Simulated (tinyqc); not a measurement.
Worked calculation: Cabrera-Mott growth of a thin oxide under its own electric field. Computed by tinyqc, a small Python program that keeps every step. Command: `OMP_NUM_THREADS=1 python tinyqc.py 3022287 3022288 out.jsonl cabrera walk`. One thread of a shared host (Intel(R) Xeon(R) Processor @ 2.30GHz), about 0.02 s of CPU time with the checks. Intermediate numbers are printed to about 7 digits and carried at full precision; extremes and crossings named in words are read from the listed rows.

Electrons cross the film freely and set a fixed potential V across it; the field V/x lowers the barrier for ions entering the oxide.

Inputs (values chosen for the exercise, for a model metal):
```
quantity,value,unit
barrier W,1.42,eV
Mott potential V,0.99,V
ion charge number z,2,-
half jump distance b,2,angstrom
prefactor u0 = N Omega nu,1.3e+12,angstrom/s
temperature T,250,K
starting thickness x0,5,angstrom
time t,23,s
```

Backward hops: ignored.

Constants: k_B = 8.617333262e-05 eV/K.

## Scales

u = u0 exp(-W/(k_B T)), X1 = z b V/(k_B T) with V in volts and k_B T in eV; dx/dt = u exp(X1/x).

u = 3.076120e-17 angstrom/s

X1 = 183.8156 angstrom

## Field and rate at the start

Field E = V/x; the barrier is lowered by z b V/x.

field = 19.8 MV/cm

barrier lowering = 0.792 eV

rate = 0.2844596 angstrom/s

## Thickness after time t

t(x) = int_(x0)^x dx / (dx/dt) by Gauss-Legendre quadrature (80 points on each side of (x0 + 2 x)/3), solved for x.

thickness x = 5.565572 angstrom

rate at time t = 0.006785146 angstrom/s

field at time t = 17.78793 MV/cm

X1/x = 33.0: the field term still rules. Caution: the starting field or rate is formal: the first layers form as fast as oxygen arrives.

## Limiting thickness

Growth counts as stopped when u exp(X1/x) falls to 1e-5 angstrom/s: x_L = X1/ln(1e-5/u), defined while u is below that rate; the critical temperature is T_c = W/(k_B ln(u0/1e-5)).

limiting thickness x_L = 6.934513 angstrom

critical temperature T_c = 418.1669 K

T is below T_c, so the rate is below that level in any film thicker than x_L; growth goes on there, ever more slowly.

## Growth over eight decades

Closed form for thin films (leading term of the integral): x solves (x^2/(u X1)) exp(-X1/x) = t.

Thickness:
```
t (s),x (angstrom),1/x (1/angstrom),closed form (angstrom)
1.00e+00,5.154864,0.1939915,5.096978
1.00e+01,5.439807,0.1838301,5.424586
1.00e+02,5.806819,0.1722113,5.795777
1.00e+03,6.232319,0.1604539,6.219648
1.00e+04,6.723616,0.1487295,6.707962
1.00e+05,7.295947,0.1370624,7.276184
1.00e+06,7.970452,0.1254634,7.945027
1.00e+07,8.776243,0.1139440,8.742832
1.00e+08,9.754348,0.1025184,9.709335
```

Per decade of time the film gains 0.28 angstrom at first and 0.98 at the end. The inverse-logarithmic law predicts -X1 d(1/x)/d ln t near 1; the rows give 0.81 at first and 0.91 at the end. The closed form misses by at most 1.1 %.

Checks made by the program: quadrature against adaptive integration (relative difference 3e-10).
